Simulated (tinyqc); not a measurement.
## Error from band bending against le

In A the levels shift by pb (1 - z/W)^2 for z < W. The signal from depth z is weighted by exp(-z/le)/le, so the centroid shifts by pb [1 - 2/a + (2/a^2)(1 - exp(-a))], a = W/le, and the error of iA against its value at the interface is that less pb.

Inputs (values chosen for the exercise):
```
symbol,value,unit,meaning
pb,-0.53,V,band bending in A at the interface
W,17,nm,width of the bent region
```

Result of one run:

| a | centroid shift (eV) | error (meV) |
|---|---|---|
| 3.5417 | -0.31276 | 217.24 |

Which escape depth le gave this result: 0.5, 1.9, 3.4, 4.8 or 10.6 nm?

le = 4.8 nm.

The whole series:

| le (nm) | a | centroid shift (eV) | error (meV) |
|---|---|---|---|
| 0.5 | 34.000 | -0.49974 | 30.260 |
| 1.9 | 8.9474 | -0.42477 | 105.23 |
| 3.4 | 5.0000 | -0.36011 | 169.89 |
| 4.8 | 3.5417 | -0.31276 | 217.24 |
| 6.2 | 2.7419 | -0.27532 | 254.68 |
| 7.7 | 2.2078 | -0.24344 | 286.56 |
| 9.1 | 1.8681 | -0.21942 | 310.58 |
| 10.6 | 1.6038 | -0.19828 | 331.72 |
| 12 | 1.4167 | -0.18184 | 348.16 |

The size of the error rises from 30.3 to 348 meV; for large a it is 2 |pb|/a. It is below 50 meV, a typical accuracy of the method, in 1 of the 9 rows. Heavily doped substrates and deep-probing photons need the correction.

tinyqc, about 0.01 s, one thread, Intel Xeon 2.30GHz (shared host): `OMP_NUM_THREADS=1 python tinyqc.py 2410111 2410112 out.jsonl`
